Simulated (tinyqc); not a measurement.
Worked calculation: charge neutrality of a doped semiconductor with incomplete ionisation. Computed by tinyqc, a small Python program that keeps every step. Command: `OMP_NUM_THREADS=1 python tinyqc.py 3023682 3023683 out.jsonl dopant walk`. One thread of a shared host (Intel(R) Xeon(R) Processor @ 2.30GHz), about 0.05 s of CPU time with the checks. Intermediate numbers are printed to about 7 digits and carried at full precision; extremes and crossings named in words are read from the listed rows.

Energies are counted from the top of the valence band; E_D is measured down from the conduction band and E_A up from the valence band.

Inputs (values chosen for the exercise, modelled on CdS): gap at 0 K E_g0 = 2.56 eV; Varshni alpha = 0.000377 eV/K; Varshni beta = 220 K; electron mass m_e = 0.196 m_0; valleys M_c = 1; hole mass m_h = 0.77 m_0; donor density N_D = 2.3e+17 cm^-3; acceptor density N_A = 2.6e+15 cm^-3; donor depth E_D = 0.0322 eV; acceptor depth E_A = 0.176 eV; donor degeneracy g_D = 2; acceptor degeneracy g_A = 4; temperature T = 250 K; iteration cap = 60.

Doping: n-type, compensated. Statistics of the bands: Fermi-Dirac. Solver: bisection. Start of Newton steps: intrinsic level E_i.

ratios u of density to N: [0.024, 0.078, 0.25, 0.81, 2.6, 8.5, 27]

Constants: m_0 = 9.1093837015e-31 kg; k_B = 1.380649e-23 J/K; h = 6.62607015e-34 J s; k_B = 8.617333262e-05 eV/K.

## Gap and effective densities of states

E_g = E_g0 - alpha T^2/(T + beta). N_c = 2 M_c (2 pi m_e k_B T/h^2)^(3/2) and N_v = 2 (2 pi m_h k_B T/h^2)^(3/2), masses in units of m_0. n_i = sqrt(N_c N_v) exp(-E_g/(2 k_B T)); E_i = E_g/2 + (k_B T/2) ln(N_v/N_c).

gap E_g = 2.509867 eV

N_c = 1.656473e+18 cm^-3

N_v = 1.289841e+19 cm^-3

k_B T = 0.02154333 eV

intrinsic density n_i = 2.325488e-07 cm^-3

intrinsic level E_i = 1.277041 eV

## Charges at trial Fermi levels

n = N_c F_1/2((E_F - E_g)/k_B T), p = N_v F_1/2(-E_F/k_B T). F_1/2(eta) = (2/sqrt(pi)) int_0^infinity sqrt(x)/(1 + exp(x - eta)) dx, by the trapezoid rule in t = sqrt(x) with step 0.02 up to t = 12 (for eta < -12 by exp(eta) - exp(2 eta)/2^(3/2)). N_D+ = N_D/(1 + g_D exp((E_F - E_g + E_D)/k_B T)). N_A- = N_A/(1 + g_A exp((E_A - E_F)/k_B T)). Neutrality: p + N_D+ = n + N_A-; the log ratio is ln[(p + N_D+)/(n + N_A-)]. The last column is ln[(p + N_D+)/(n + N_A-)], which vanishes at neutrality; trial levels are the majority level plus multiples of k_B T, rounded to 0.1 meV.

Densities (cm^-3):
```
E_F (eV)             n             p          N_D+      N_A-      log ratio
2.3484    9.205916e+14  5.873215e-29  2.288658e+17  2.60e+15   4.174507e+00
2.4130    1.839611e+16  2.928176e-30  2.092044e+17  2.60e+15   2.298974e+00
2.4561    1.327389e+17  3.960403e-31  1.325686e+17  2.60e+15  -2.068183e-02
2.4992    8.441972e+17  5.356507e-32  3.574786e+16  2.60e+15  -3.164971e+00
2.5423    3.564247e+18  7.244758e-33  5.585693e+15  2.60e+15  -6.459229e+00
```

The log ratio changes sign between 2.4130 and 2.4561 eV.

## Solving for the Fermi level

Bisection of the log ratio between E = -0.3 and E_g + 0.3 eV; stop when |log ratio| < 1e-9.

Course of the iteration:
```
step  E_F (eV)      log ratio
1     1.254934   4.482568e+00
2     2.032400   4.482568e+00
3     2.421134   1.922140e+00
4     2.615500  -1.121898e+01
5     2.518317  -4.661184e+00
6     2.469725  -9.382003e-01
7     2.445429   6.327488e-01
8     2.457577  -1.156998e-01
9     2.451503   2.678337e-01
...        ...            ...
28    2.455776  -6.555510e-07
29    2.455776  -2.861405e-07
30    2.455776  -1.014352e-07
31    2.455776  -9.082628e-09
32    2.455776   3.709368e-08
33    2.455776   1.400552e-08
34    2.455776   2.461434e-09
35    2.455776  -3.310596e-09
36    2.455776  -4.245823e-10
```

Fermi level E_F (last iterate) = 2.455776 eV

converged (1 yes, 0 no) = 1

steps = 36

Converged in 36 steps.

## Densities at the solution

The formulas are those given above.

majority density n = 1.308119e+17 cm^-3

minority density p = 4.020394e-31 cm^-3

ionised share of the donors = 0.5800519

distance of E_F from the majority band edge = 0.05409091 eV

n is 57.5 % of the net doping; n p / n_i^2 = 0.9725, below one because the majority band is degenerate.

## The closed form for the extrinsic range

With Boltzmann statistics, no holes and every acceptor ionised, n (n + N_A) = n1 (N_D - N_A - n) with n1 = (N_c/g_D) exp(-E_D/k_B T). Take the positive root.

n1 = 1.857936e+17 cm^-3

n from the quadratic = 1.319061e+17 cm^-3

Against the full solution, 1.3081e17 cm^-3, the quadratic is off by 0.84 %, since the band is partly degenerate.

## Carrier density against temperature

Neutrality is solved by bisection at each T. The last column is -k_B d ln(n T^-3/2)/d(1/T) from this row and the one above; it turns negative as ionisation nears completion, when the density grows more slowly than that power of T.

Against temperature:
```
T (K)     n (cm^-3)  E_F from the band edge (eV)  ionised share  activation energy (eV)
13     2.823797e+05                    0.0279676      0.0113043                       -
17     3.654280e+08                    0.0266654      0.0113043              0.03220000
23     1.778005e+11                    0.0247121      0.0113051              0.03219960
34     5.986892e+13                    0.0211982      0.0115646              0.03205779
53     2.863309e+15                    0.0183941      0.0237535              0.02616687
83     1.774603e+16                    0.0204742      0.0884610              0.01454846
120    4.525028e+16                    0.0255446      0.2080447              0.00888605
190    9.715910e+16                    0.0391834      0.4337352              0.00210067
300    1.512685e+17                    0.0683096      0.6689934             -0.01082539
600    2.020722e+17                    0.1760743      0.8898790             -0.03878586
```

Between the two coldest rows the activation energy is 0.0322 eV, 1.00 of the dopant depth: with compensation E_F is pinned at the level and the full depth shows. No row comes within 10 % of the net doping.

## Reduced Fermi level from a carrier density

For u = density/N of the majority band, eta solves F_1/2(eta) = u (bisection). Boltzmann: ln u. Joyce-Dixon: ln u + u/sqrt(8) - 4.95009e-3 u^2 + 1.48386e-4 u^3 - 4.42563e-6 u^4. Degenerate limit: (3 sqrt(pi) u/4)^(2/3). The last column is (eta - ln u) k_B T.

Eta by four rules:
```
u      density (cm^-3)     exact  Boltzmann  Joyce-Dixon  degenerate  Boltzmann error (meV)
0.024     3.975534e+16  -3.72122  -3.729701    -3.721219     0.10059           1.827399e-01
0.078     1.292049e+17  -2.52350  -2.551046    -2.523499     0.22071           5.934567e-01
0.25      4.141181e+17  -1.29821  -1.386294    -1.298213     0.47979           1.897564e+00
0.81      1.341743e+18   0.07249  -0.210721     0.072486     1.05054           6.101233e+00
2.6       4.306829e+18   1.84371   0.955511     1.843693     2.28598           1.913465e+01
8.5       1.408002e+19   4.85974   2.140066     4.855651     5.03543           5.859077e+01
27        4.472476e+19  10.80434   3.295837     9.801883    10.88095           1.617581e+02
```

Boltzmann statistics place E_F within 1 meV of the exact value up to u = 0.0780 of those listed and miss by 162 meV at u = 27. Joyce-Dixon stays within 0.01 in eta up to u = 8.50; the degenerate limit is still 0.71 % high at the last u. Past u of about 10 the Joyce-Dixon series fails. A parabolic band is assumed throughout.

Checks made by the program: neutrality at the solution (relative difference 2e-09).
